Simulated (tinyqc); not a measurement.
Worked calculation: harmonic frequencies on the RHF/sto-3g surface (energies and gradients from PySCF), for H2, spin multiplicity 1. One step of it, computed by the program tinyqc.

Problem. Normal modes. Diagonalise H_ij / sqrt(m_i m_j); the 5 smallest eigenvalues belong to translations and rotations; wavenumber = sqrt(eigenvalue / 1822.888) x 219474.63; each mode has its largest component positive (the first on a tie); zero-point energy = sum of wavenumbers / 2, with 349.755 1/cm per kcal/mol.

Hessian (symmetrised) (hartree/bohr^2), lower triangle:
```
             1Hx          1Hy          1Hz         2Hx         2Hy         2Hz
1Hx   0.00001533
1Hy   0.00000000   0.00001533
1Hz   0.00000000   0.00000000   0.57303501
2Hx  -0.00001533   0.00000000   0.00000000  0.00001533
2Hy   0.00000000  -0.00001533   0.00000000  0.00000000  0.00001533
2Hz   0.00000000   0.00000000  -0.57303501  0.00000000  0.00000000  0.57303501
```

masses (u): 1H 1.007825, 2H 1.007825

Give: eigenvalues of the mass-weighted Hessian; harmonic wavenumbers of the vibrations; mass-weighted modes; zero-point energy.

Solution.

eigenvalues of the mass-weighted Hessian (hartree/(bohr^2 u)): 0.0000  0.0000  0.0000  0.0000  0.0000  1.1372

harmonic wavenumbers of the vibrations (1/cm): 5481.7

mass-weighted modes:
```
      mode 1
1Hx   0.0000
1Hy   0.0000
1Hz   0.7071
2Hx   0.0000
2Hy   0.0000
2Hz  -0.7071
```

zero-point energy = 7.8365 kcal/mol
